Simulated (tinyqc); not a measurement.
# Film and buried-oxide thickness from two coupling ratios

Question. In a depleted film -dVT/dVb is k1 = Cs Cbox/(Cox (Cs + Cbox)) for a front channel and k2 = Cbox (Cox + Cs)/(Cox Cs) for a back channel, with Cox = eps0 eox/tox, Cs = eps0 eps_r/ts, Cbox = 3.9 eps0/tb. Find ts and tb.

Parameters, values chosen for the exercise; band and dielectric values close to those of silicon: relative permittivity eps_r = 11.8; relative permittivity of the gate insulator (close to aluminium oxide) eox = 8.86; insulator thickness tox = 8.4 nm.

coupling ratios for a front and a back channel: 0.093407621  0.44274209

Solution. With y = Cox/Cs and z = Cox/Cbox, 1/k1 = y + z and k2 = (1 + y)/z, so y = (k2/k1 - 1)/(1 + k2); the thicknesses follow from y and z.

ts = 29.00 nm
tb = 30.00 nm

Numbers from tinyqc (`OMP_NUM_THREADS=1 python tinyqc.py 2190059 2190060 out.jsonl`; about 0.3 s on one thread of a shared Intel Xeon 2.30GHz).
